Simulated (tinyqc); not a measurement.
Hubbard chain of 2 sites, step by step. Computed by tinyqc, a small Python program that keeps every step. Settings: hopping = 1.45, U = 4.3, mixing = 0.2, iteration cap = 59. Command: `OMP_NUM_THREADS=1 python tinyqc.py 23806 23807 out.jsonl` (the two numbers bound the seeds that draw the settings). One thread of a shared host (Intel(R) Xeon(R) Processor @ 2.60GHz), about 0.2 s of CPU time with the checks.

one-body matrix (hopping and site energies) (eV):
```
,1,2
1,0.000000,-1.450000
2,-1.450000,0.000000
```

U = 4.300000 eV

electrons, up and down: 1  1

n(up) at the start (a guess, not normalised): 1 0.550000, 2 0.450000

n(down) at the start (a guess): 1 0.450000, 2 0.550000

Each step fills the lowest levels of T + U n(other spin) and sets n(new) = n + mixing (n(out) - n); stop when output and input agree to 1e-8.

Course of the cycle:
```
iteration,E (eV),largest |n(out) - n(in)|,mean |n_up - n_down|
1,-0.76488934,2.33e-02,0.146672
2,-0.76768530,2.53e-02,0.160027
3,-0.77095819,2.75e-02,0.174434
4,-0.77477026,2.97e-02,0.189927
5,-0.77918454,3.21e-02,0.206531
6,-0.78426171,3.45e-02,0.224252
7,-0.79005594,3.70e-02,0.243076
8,-0.79660971,3.96e-02,0.262966
9,-0.80394779,4.21e-02,0.283854
10,-0.81207088,4.46e-02,0.305640
11,-0.82094954,4.69e-02,0.328195
...,...,...,...
49,-0.97774766,4.60e-03,0.730393
50,-0.97778021,4.12e-03,0.731262
51,-0.97780613,3.68e-03,0.732035
52,-0.97782678,3.29e-03,0.732724
53,-0.97784320,2.94e-03,0.733337
54,-0.97785628,2.62e-03,0.733884
55,-0.97786668,2.34e-03,0.734371
56,-0.97787495,2.09e-03,0.734805
57,-0.97788153,1.87e-03,0.735192
58,-0.97788675,1.66e-03,0.735536
59,-0.97789091,1.49e-03,0.735843
```

Can the last value be used, and what does the course show?

Not by the stop rule, although the second column moves by less than 1e-05 over the last three steps. Not converged within 59 iterations: the residual falls steadily but slowly, by a factor of about 0.89 a step. The lowest mean-field energy found from random starts is -0.97791 eV. Reruns (cap 100 unless said): mixing 0.5: converged in 61 (E = -0.97791); mixing 0.9: converged in 31 (E = -0.97791); the original settings with a cap of 400: converged in 163 (E = -0.97791).
